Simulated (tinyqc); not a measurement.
From finite-size error back to dielectric constant eps_xy: finite-size error of a charged defect in a periodic cell: Madelung and Makov-Payne terms. Computed by tinyqc, a small Python program. Command: `OMP_NUM_THREADS=1 python tinyqc.py 3006782 3006783 out.jsonl imagecharge inv`. One thread of a shared host (Intel(R) Xeon(R) Processor @ 2.30GHz), about 0.1 s of CPU time with the checks.

L is the cube root of the cell volume. The defect charge is a Gaussian, rho(r) = q (2 pi sigma^2)^(-3/2) exp(-r^2/2 sigma^2), repeated periodically in a uniform neutralising background and screened by a continuum. The model cell energy is E(L) = E_0 + [periodic - isolated electrostatic energy].

Inputs (values chosen for the exercise, for a model uniaxial host): charge q = 3 e; cell length L = 11.7 angstrom; dielectric constant eps_z = 14.8; axis ratio c/a = 1.32; width sigma of the defect charge = 1.9 angstrom; formation energy of the isolated defect E_0 = 5.419 eV.

Supercell lattice: hexagonal. Screening: uniaxial.

Constants: e^2/(4 pi eps_0) = 14.39964548 eV angstrom.

Method. Periodic energy of the Gaussian: (2 pi q^2/V) sum_(G != 0) exp(-sigma^2 G^2)/(G.eps.G) x e^2/(4 pi eps_0), n_i = -k..k with k = max(9, L/sigma rounded up). Isolated energy: q^2/(2 sqrt(pi) sigma) <1/(n.eps.n)> e^2/(4 pi eps_0), the mean over directions n (64 Gauss-Legendre points in cos(theta)).

Task: A run gave the result below. Find the dielectric constant eps_xy, known to lie between 6.3 and 12.

finite-size error = -1.244951 eV

Result:

Each step takes the trial c = (a f_b - b f_a)/(f_b - f_a), f being the result less the target and a, b, c the logarithms of the listed values; c replaces end b, the old b replaces a if the sign of f changed, and otherwise f_a is halved.

Scan of the range:
```
dielectric constant eps_xy  finite-size error (eV)
6.30                                      -1.65727
7.01                                      -1.54311
7.81                                      -1.43371
8.69                                      -1.33145
9.68                                      -1.23375
10.80                                     -1.14017
12.00                                     -1.05516
```

False position (Illinois rule, in the logarithm of the input) inside the bracket:
```
step    end a    end b    trial  finite-size error (eV)
1     8.69000  9.68000  9.56103                -1.24467
2     8.69000  9.56103  9.55515                -1.24522
3     9.56103  9.55515  9.55800                -1.24495
4     9.55515  9.55800  9.55800                -1.24495
```

Finite-size error rises at every point of a 13-point scan of the range (every second point is shown), so one value fits; it is bracketed by 8.69 and 9.68. Answer: dielectric constant eps_xy = 9.558.
